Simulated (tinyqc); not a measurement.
Thermionic-field emission through a Schottky barrier, WKB: one step of the calculation.

Metal on an n-type semiconductor with one parabolic valley; V > 0 is forward bias (metal positive). Energies E are counted from the conduction edge of the neutral semiconductor, whose Fermi level lies at -xi; that of the metal lies at -xi - V. The barrier is a parabola of height Vd = phi - xi - V (depletion approximation, no image force).

Problem. Fermi level, barrier and E00. Nc = 2 (2 pi me m0 kB T/h^2)^1.5 (times 1e-6 for cm^-3); Nd = Nc F12(-xi/Vt), F12(x) = (2/sqrt(pi)) int_0^infinity sqrt(u)/(1 + exp(u - x)) du; E00 = (hbar/2) sqrt(Nd/(me m0 eps0 eps_r)) in SI units (volts). W = sqrt(2 eps0 eps_r Vd/(q Nd)).

Values chosen for this exercise; band and dielectric values close to those of gallium nitride:
- T = 200 K (temperature)
- me = 0.196 m0 (electron mass)
- eps_r = 9.55 (relative permittivity)
- phi = 1.31 eV (barrier height seen from the metal)
- Nd = 2.7e19 cm^-3 (donor density)
- V = 0.39 V (bias)

Constants: q = 1.602176634e-19 C, kB = 1.380649e-23 J/K, hbar = 1.054571817e-34 J s, h = 6.62607015e-34 J s, m0 = 9.1093837015e-31 kg, Vt = kB T/q, eps0 = 8.8541878128e-14 F/cm where lengths are in cm. Results are converted to the units shown.

Give: Nc; xi; Vd; W; E00; E00/Vt.

Solution.

Nc = 1.185e18 cm^-3
xi = -0.1660 eV
Vd = 1.086 V
W = 6.516 nm
E00 = 70.51 meV
E00/Vt = 4.091

By a common rule of thumb, E00/Vt below 0.5 marks thermionic emission, 0.5 to 5 thermionic-field emission and above 5 field emission. By that rule alone: thermionic-field emission; with a high barrier, tunnelling near its top can carry most of the current even below 0.5.

Range of the model: The depletion approximation, a parabolic band and the neglect of image-force lowering make these currents estimates at high doping.

Computed by the program tinyqc: `OMP_NUM_THREADS=1 python tinyqc.py 2640047 2640048 out.jsonl`, one thread of a shared Intel Xeon 2.30GHz, about 0.04 s for the whole run.
